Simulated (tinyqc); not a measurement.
# Depth and level of a trap from the time ratio

Inverse problem. For an oxide trap tc/te = exp(E/Vt) with E = E0 - dpsi - (xt/tox)(Vg - VT - dpsi), dpsi being the rise of the surface potential above its value at threshold. Find xt and E0, and the depth that would be read if dpsi were ignored.

Inputs (values chosen for the exercise):

| symbol | value | unit | meaning |
|---|---|---|---|
| T | 200 | K | temperature |
| tox | 1.2 | nm | insulator thickness |

Constants: q = 1.602176634e-19 C, kB = 1.380649e-23 J/K, Vt = kB T/q. Results are converted to the units shown.

Vg - VT (V): 0.15  0.3
tc/te: 2.7974779  0.12765908
dpsi (V): 0.040264071  0.053612752

Answer. E + dpsi is a straight line in the oxide voltage Vg - VT - dpsi with slope -xt/tox and intercept E0. Ignoring dpsi assigns the motion of the bands to the trap and overstates its depth.

xt = 0.3500 nm
E0 = 0.09000 eV
depth read without dpsi = 0.4256 nm

Numbers from tinyqc (`OMP_NUM_THREADS=1 python tinyqc.py 2710053 2710054 out.jsonl`; about 0.01 s on one thread of a shared Intel Xeon 2.30GHz).
